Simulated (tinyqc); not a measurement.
Ferroelectric with a first-order transition, Landau-Devonshire energy: one step of the calculation.

One domain with free energy u = al P^2 + be P^4 + ga P^6 - E P, al = a0 (T - T0), be < 0 < ga (P in uC/cm^2, E in kV/cm, u in mJ/cm^3). Equilibrium: E = 2 al P + 4 be P^3 + 6 ga P^5; a state is stable against small changes where dE/dP > 0. The coercive field is that of uniform switching, which real films, switching by domains, do not reach.

Problem. Polarisation on the upper branch by Newton steps. f = 2 al P + 4 be P^3 + 6 ga P^5 - Ea, f' = 2 al + 12 be P^2 + 30 ga P^4, P(new) = P - f/f'.

Values chosen for this exercise:

| symbol | value | unit | meaning |
|---|---|---|---|
| be | -0.0011 | kV cm^5/uC^3 | quartic coefficient |
| ga | 1.7e-6 | kV cm^9/uC^5 | sixth-order coefficient |
| Ea | -21 | kV/cm | applied field |

P after iteration 1 = 27.729356 uC/cm^2
al = -0.96 kV cm/uC

Wanted: f; f'; P after iteration 2.

Solution.

f = 41.169 kV/cm
f' = 18.083 kV cm/uC
P after iteration 2 = 25.453 uC/cm^2

Computed by the program tinyqc: `OMP_NUM_THREADS=1 python tinyqc.py 2860146 2860147 out.jsonl`, one thread of a shared Intel Xeon 2.30GHz, about 0.01 s for the whole run.
